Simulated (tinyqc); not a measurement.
Cahn-Hilliard equation on a periodic one-dimensional grid: one step, computed by the program tinyqc.

Free energy F = h sum_j [A (c_j^2 - 1)^2/4 + (kappa/2) ((c_(j+1) - c_j)/h)^2]; dc/dt = Lap(mu), mu = A (c^3 - c) - kappa Lap(c), Lap(y)_j = (y_(j+1) - 2 y_j + y_(j-1))/h^2, mobility 1; the grid has n = 12 points.

Task: The first step. Start: c_j = c0 + amplitude x (z_j - mean of z). With Fourier components y_m = sum_j y_j exp(-2 pi i j m/n): c_m(new) = [c_m - dt lambda_m N_m]/(1 + dt kappa lambda_m^2), N = A (c^3 - c), lambda_m = (4/h^2) sin^2(pi m/n).

Inputs (values chosen for the exercise, in reduced units):

| quantity | value | unit |
|---|---|---|
| spacing h | 1.1 | - |
| well depth A | 0.9 | - |
| gradient coefficient kappa | 0.87 | - |
| mean composition c0 | 0.15 | - |
| noise amplitude | 0.1 | - |
| time step dt | 0.14 | - |

Scheme: semi-implicit Fourier.

random numbers: -0.691  0.362  0.639  0.971  -0.245  0.449  -0.605  -0.366  0.648  0.429  -0.270  -0.352

Give: c at the start; mu at the start; c after one step; F at the start; F after one step.

Result:

c at the start: 0.072825  0.178125  0.205825  0.239025  0.117425  0.186825  0.081425  0.105325  0.206725  0.184825  0.114925  0.106725

mu at the start: -0.1653  -0.0994  -0.1813  -0.0915  -0.2416  -0.0366  -0.1658  -0.1495  -0.0894  -0.1261  -0.1464  -0.0765

c after one step: 0.0805  0.1713  0.2136  0.2281  0.1373  0.1674  0.0886  0.1098  0.1998  0.1860  0.1201  0.0976

F at the start = 2.846

F after one step = 2.840
